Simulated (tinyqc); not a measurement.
One anharmonic mode: perturbation theory, self-consistent phonons and exact levels: one step, computed by the program tinyqc. Command: `OMP_NUM_THREADS=1 python tinyqc.py 3005326 3005327 out.jsonl scp walk`. One thread of a shared host (Intel(R) Xeon(R) Processor @ 2.30GHz), about 0.03 s of CPU time with the checks.

V(x) = k x^2/2 + b x^4 for one coordinate x of mass M. A constant K > 0 gives hbar Omega = sqrt((hbar^2/u) K/M) with K in eV/angstrom^2 and M in u.

Task: Self-consistent results. Self-consistent phonon, centred at x = 0: K = k + 12 b <x^2>, <x^2> = (hbar Omega/(2K)) coth(hbar Omega/(2 k_B T)). Its free energy is F = k_B T ln[2 sinh(hbar Omega/(2 k_B T))] + (k - K)<x^2>/2 + 3 b <x^2>^2, an upper bound to the exact one.

Inputs (values chosen for the exercise, for a model mode):
```
quantity              value           unit
mode mass M            78.7              u
harmonic constant k  -0.912  eV/angstrom^2
quartic constant b     13.1  eV/angstrom^4
temperature T           240              K
```

Shape: double well.

self-consistent K = 1.416593 eV/angstrom^2

Constants: hbar^2/u = 4.18015928e-03 eV angstrom^2; k_B = 8.617333262e-05 eV/K.

Give: self-consistent quantum; self-consistent <x^2>; self-consistent free energy.

Result:

self-consistent quantum = 8.674 meV

self-consistent <x^2> = 0.01481 angstrom^2

self-consistent free energy = -26.44 meV
